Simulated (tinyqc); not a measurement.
Small-signal admittance of a forward-biased p+-n diode: two steps of the calculation.

Holes injected into a neutral base of width wb with an ohmic contact at its end; low injection, p0 far above the equilibrium density. A small voltage v exp(i w t), w = 2 pi f, modulates the edge density by p0 v/Vt, and the small-signal density obeys Dp d2p/dx2 = (1/tau + i w) p.

Values chosen for this exercise; permittivity close to that of silicon: temperature T = 350 K; relative permittivity eps_r = 11.7; donor density of the base Nd = 4.6e16 cm^-3; hole diffusion coefficient Dp = 13 cm^2/s; hole lifetime tau = 8e-8 s; width of the neutral base wb = 4.5 um; excess hole density at the junction edge p0 = 4.6e14 cm^-3; acceptor density of the p+ side Na = 2e19 cm^-3; signal frequency f = 1.2e7 Hz.

Constants: q = 1.602176634e-19 C, kB = 1.380649e-23 J/K, Vt = kB T/q, eps0 = 8.8541878128e-14 F/cm where lengths are in cm. Results are converted to the units shown.

Task 1. Closed-form admittance. L = sqrt(Dp tau); direct current J = (q Dp p0/L) coth(wb/L); k = sqrt(1 + i w tau)/L; diffusion admittance Y = (q Dp p0/Vt) k coth(k wb) = G + i w C_diff; junction capacitance C_j = sqrt(q eps0 eps_r Nd/(2 Vr)) in the depletion approximation, with the remaining barrier Vr = Vt ln(Na/p0), a rough value under forward bias; base-width modulation is left out.

Give: L; J; k wb; Y; C_diff; C_j.

Result 1.

L = 10.198 um
J = 2.2655 A/cm^2
k wb = 0.83223+0.70562i
Y = 77.138+26.717i S/cm^2
C_diff = 0.35435 uF/cm^2
C_j = 0.10886 uF/cm^2

G is 1.03 times its low-frequency value J/Vt, and C_diff is 3.25 times C_j.

Task 2. The same by finite differences. 9 equal intervals, h = wb/9; u = small-signal density over its edge value, u_0 = 1, u_9 = 0; u_(i-1) + b u_i + u_(i+1) = 0 with b = -2 - h^2 (1/tau + i w)/Dp; Y = (q Dp p0/(Vt h)) (-b/2 - u_1), which includes the half box at the edge.

Give: b; u; Y on the mesh.

Result 2.

b = -2.0024-0.0145i
u, node 1 to 8: [0.87979-0.03509i, 0.76221-0.05751i, 0.64730-0.06901i, 0.53494-0.07129i, 0.42490-0.06599i, 0.31684-0.05468i, 0.21033-0.03892i, 0.10489-0.02020i]
Y on the mesh = 77.134+26.899i S/cm^2

Program tinyqc, `OMP_NUM_THREADS=1 python tinyqc.py 2890227 2890228 out.jsonl`; Intel Xeon 2.30GHz, shared host, one thread, about 0.01 s.
